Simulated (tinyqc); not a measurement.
Coherent transport through a tight-binding region between two chains, step by step. Computed by tinyqc, a small Python program that keeps every step. Settings: temperature = 300, mu = -0.11. Command: `OMP_NUM_THREADS=1 python tinyqc.py 26392 26393 out.jsonl` (the two numbers bound the seeds that draw the settings). One thread of a shared host (Intel(R) Xeon(R) Processor @ 2.60GHz), about 0.1 s of CPU time with the checks.

## Transmission at E = -0.19 eV

H of the central region (eV), lower triangle:
```
         1        2       3
1   0.0000
2  -2.0500   0.8800
3   0.0000  -2.0500  0.0000
```

Leads: semi-infinite chains with site energy 0:
```
parameter                           value
lead hopping t (eV)              2.570000
coupling to the left lead (eV)   0.640000
coupling to the right lead (eV)  1.190000
left contact site                       1
right contact site                      3
```

E = -0.1900 eV

Surface Green function g = (E - i sqrt(4 t^2 - E^2)) / (2 t^2); self-energy tc^2 g on each contact site; G = (E - H - Sigma)^(-1); Gamma = -2 Im Sigma; T = Gamma_L Gamma_R |G_LR|^2; local density of states -Im G_ii / pi.

g = -0.0144-0.3888i 1/eV

G (1/eV), lower triangle:
```
                 1               2                3
1  -0.4330-1.1775i
2   0.3574-0.0721i  0.0265-0.0342i
3   0.6196+1.1398i  0.1442+0.0542i  -0.5443-1.1115i
```

local density of states (1/eV): 0.3748  0.0109  0.3538

transmission = 0.5904

## Transmission across the band

The same steps on a grid of energies.

T(E):
```
E (eV)            T
-4.883000  9.27e-05
-4.394700    0.0006
-3.906400    0.0024
-3.418100    0.0116
-2.929800    0.1034
-2.441500    0.4966
-1.953200    0.1388
-1.464900    0.1062
-0.976600    0.1415
-0.488300    0.3115
0.000000     0.6956
0.488300     0.2502
0.976600     0.0913
1.464900     0.0500
1.953200     0.0374
2.441500     0.0386
2.929800     0.0676
3.418100     0.5669
3.906400     0.0271
4.394700     0.0028
4.883000   3.06e-04
```

levels of the isolated region (eV): -2.4923  0.0000  3.3723

## Current

I = (2e/h) int T(E) [f(E - mu - V/2) - f(E - mu + V/2)] dE at 300 K with mu = -0.11 eV, the bias not changing H; 2e^2/h = 77.48092 microsiemens; the integral runs over the band on 4001 points.

Current:
```
V (volt)  I (microampere)
0.0100             0.5086
0.0500             2.5407
0.1000             5.0671
0.2000            10.0219
0.4000            19.2059
0.8000            33.3068
```
